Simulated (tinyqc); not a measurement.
Worked calculation: Hartree-Fock atom on a uniform radial grid, spin-unpolarised, for Li+. Computed by tinyqc, a small Python program that keeps every step. Settings: Z = 3, points = 64, R = 5.6, functional = hf2, mixing = 0.2, iteration cap = 57. Command: `OMP_NUM_THREADS=1 python tinyqc.py 26203 26204 out.jsonl` (the two numbers bound the seeds that draw the settings). One thread of a shared host (Intel(R) Xeon(R) Processor @ 2.60GHz), about 0.03 s of CPU time with the checks. Later iterations appear only in the table of the cycle.

## Iteration 1

Spherical atom on a uniform radial grid r_j = j h with h = R/(N + 1), h sum u^2 = 1 and integrals as h times sums, u(0) = u(R) = 0 (atomic units):
```
parameter           value
Z                       3
points N               64
R                5.600000
h                0.086154
mixing           0.200000
electrons in 1s         2
```

Three-point differences turn -u''/2 + [l(l+1)/2r^2 - Z/r + V] u = e u into a tridiagonal matrix (diagonal 1/h^2 + potential, off-diagonal -1/2h^2). D = sum f u^2; the Hartree potential y/r solves y'' = -D/r with y(0) = 0, y(R) = N_e; for two electrons in one orbital exchange is -V_H/2 (Hartree-Fock); E = sum f e - int D V + int D (V_H/2 + eps_xc); V(new) = V + mixing (V_H + v_xc - V).

eigenvalues (hartree): 1s -4.42726

Every 4th grid point:
```
r           V in     u(1s)         D      V_H      v_xc
0.34462  0.00000   1.26732   3.21220  4.30163  -2.15081
0.68923  0.00000   0.91154   1.66182  2.75607  -1.37804
1.03385  0.00000   0.49173   0.48360  1.91777  -0.95889
1.37846  0.00000   0.23579   0.11120  1.44886  -0.72443
1.72308  0.00000   0.10600   0.02247  1.16046  -0.58023
2.06769  0.00000   0.04574   0.00419  0.96723  -0.48362
2.41231  0.00000   0.01919   0.00074  0.82908  -0.41454
2.75692  0.00000   0.00789   0.00012  0.72545  -0.36272
3.10154  0.00000   0.00319  2.04e-05  0.64484  -0.32242
3.44615  0.00000   0.00128  3.25e-06  0.58036  -0.29018
3.79077  0.00000   0.00050  5.09e-07  0.52760  -0.26380
4.13538  0.00000   0.00020  7.83e-08  0.48363  -0.24182
4.48000  0.00000   0.00008  1.18e-08  0.44643  -0.22321
4.82462  0.00000  2.95e-05  1.74e-09  0.41454  -0.20727
5.16923  0.00000  1.05e-05  2.19e-10  0.38690  -0.19345
5.51385  0.00000  1.68e-06         0  0.36272  -0.18136
```

total energy = -6.9922754 hartree

## Iteration 2

As before.

eigenvalues (hartree): 1s -4.05716

Every 4th grid point:
```
r           V in     u(1s)         D      V_H      v_xc
0.34462  0.43016   1.24966   3.12332  4.24038  -2.12019
0.68923  0.27561   0.92134   1.69774  2.74090  -1.37045
1.03385  0.19178   0.51314   0.52662  1.91472  -0.95736
1.37846  0.14489   0.25494   0.12999  1.44831  -0.72415
1.72308  0.11605   0.11897   0.02831  1.16037  -0.58018
2.06769  0.09672   0.05337   0.00570  0.96721  -0.48361
2.41231  0.08291   0.02329   0.00108  0.82908  -0.41454
2.75692  0.07254   0.00996   0.00020  0.72545  -0.36272
3.10154  0.06448   0.00420  3.52e-05  0.64484  -0.32242
3.44615  0.05804   0.00175  6.10e-06  0.58036  -0.29018
3.79077  0.05276   0.00072  1.04e-06  0.52760  -0.26380
4.13538  0.04836   0.00029  1.73e-07  0.48363  -0.24182
4.48000  0.04464   0.00012  2.84e-08  0.44643  -0.22321
4.82462  0.04145  4.75e-05  4.51e-09  0.41454  -0.20727
5.16923  0.03869  1.74e-05  6.07e-10  0.38690  -0.19345
5.51385  0.03627  2.85e-06  1.63e-11  0.36272  -0.18136
```

total energy = -7.0344773 hartree

## Convergence

Stop when input and output potentials agree to 1e-7.

Course of the cycle (hartree):
```
iteration           E     e(1s)  largest |V(out) - V(in)|
1          -6.9922754  -4.42726                  2.90e+00
2          -7.0344773  -4.05716                  2.26e+00
3          -7.0616406  -3.76917                  1.76e+00
4          -7.0788621  -3.54477                  1.36e+00
5          -7.0896370  -3.36968                  1.06e+00
6          -7.0963022  -3.23291                  8.21e-01
7          -7.1003859  -3.12597                  6.36e-01
8          -7.1028681  -3.04226                  4.93e-01
9          -7.1043669  -2.97668                  3.82e-01
10         -7.1052673  -2.92528                  2.96e-01
11         -7.1058058  -2.88495                  2.29e-01
...               ...       ...                       ...
47         -7.1065953  -2.73649                  3.67e-05
48         -7.1065953  -2.73649                  2.92e-05
49         -7.1065953  -2.73648                  2.32e-05
50         -7.1065953  -2.73648                  1.85e-05
51         -7.1065953  -2.73647                  1.47e-05
52         -7.1065953  -2.73647                  1.17e-05
53         -7.1065953  -2.73647                  9.33e-06
54         -7.1065953  -2.73647                  7.43e-06
55         -7.1065953  -2.73647                  5.92e-06
56         -7.1065953  -2.73646                  4.71e-06
57         -7.1065953  -2.73646                  3.75e-06
```

Not converged within 57 iterations: the residual falls steadily but slowly, by a factor of about 0.80 a step. Reruns (cap 100 unless said): mixing 0.3: converged in 47; mixing 0.6: converged in 19; the original settings with a cap of 400: converged in 74. Even converged, this uniform grid resolves the cusp poorly and misses the energy of the atom.
